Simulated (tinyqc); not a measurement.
## Admittance spectroscopy of a deep trap: admittance against temperature

Schottky contact on an n-type layer with shallow donors Nd (all ionised) and a donor-like deep trap, neutral when filled and positive when empty; depletion approximation. Traps within lam of the depletion edge stay filled. The traps at xt = W - lam, where the level crosses the Fermi level, follow a slow signal and not a fast one. w = 2 pi f.

Emission rate en = sn vth(T) Nc(T) exp(-Et/kB T) = sn g T^2 exp(-Et/kB T), g = vth Nc/(300 K)^2, as vth goes as T^0.5 and Nc as T^1.5 (degeneracy factor 1). lam = sqrt(2 eps0 eps_r (EF - ET)/(q Nd)), EF - ET = Et - (kB T/q) ln(Nc(T)/Nd), Nc(T) = Nc (T/300 K)^1.5. In the steady state at the band bending V, 2 eps0 eps_r V/q = Nd W^2 + Nt (W - lam)^2 (the second term only if W > lam). V = Vbi + Vr. C_HF = eps0 eps_r/W, C_LF = eps0 eps_r (Nd + Nt)/(Nd W + Nt xt). Inflection frequency w0 = 2 en [1 + Nt xt/(Nd W)]; C = C_HF + (C_LF - C_HF)/(1 + (w/w0)^2), G/w = (C_LF - C_HF)(w/w0)/(1 + (w/w0)^2).

Inputs (values chosen for the exercise); material values close to those of 4H silicon carbide:
```
symbol    value   unit                                      meaning
eps_r      9.81                               relative permittivity
Nc      1.68e19  cm^-3   conduction-band density of states at 300 K
vth       1.9e7   cm/s                    thermal velocity at 300 K
Nd       7.7e14  cm^-3                        shallow donor density
Vbi        1.19      V                             built-in voltage
Et          0.4     eV  depth of the trap below the conduction edge
sn      2.7e-14   cm^2                        capture cross-section
Nt       2.8e13  cm^-3                                 trap density
Vr            0      V                                 reverse bias
f         3.3e5     Hz                             signal frequency
```

Constants: q = 1.602176634e-19 C, kB = 1.380649e-23 J/K, eps0 = 8.8541878128e-14 F/cm where lengths are in cm. Results are converted to the units shown.

Results:
```
T (K)	w0/(2 pi) (Hz)	C (nF/cm^2)	G/w (nF/cm^2)
240	7145	6.752	0.002148
251	1.825e4	6.754	0.005325
263	4.660e4	6.757	0.01296
286	2.281e5	6.787	0.04092
298	4.762e5	6.818	0.03937
310	9.423e5	6.835	0.02513
322	1.777e6	6.840	0.01379
333	3.062e6	6.841	0.007802
345	5.340e6	6.840	0.004252
357	8.994e6	6.839	0.002368
```

Estimate the missing row, T = 275 K.

Computed row:
```
T (K)	w0/(2 pi) (Hz)	C (nF/cm^2)	G/w (nF/cm^2)
275	1.101e5	6.766	0.02716
```

With this row back in the table: G/w goes from 0.00215 through a maximum of 0.0409 (at T = 286 K among the rows listed) to 0.00237 nF/cm^2, where w0 passes the signal: w0/(2 pi) rises from 7140 to 8.99e6 Hz. C goes from 6.752 through a maximum of 6.841 (at T = 333 K among the rows listed) to 6.839 nF/cm^2.

Program tinyqc, `OMP_NUM_THREADS=1 python tinyqc.py 2050089 2050090 out.jsonl`; Intel Xeon 2.30GHz, shared host, one thread, about 0.01 s.
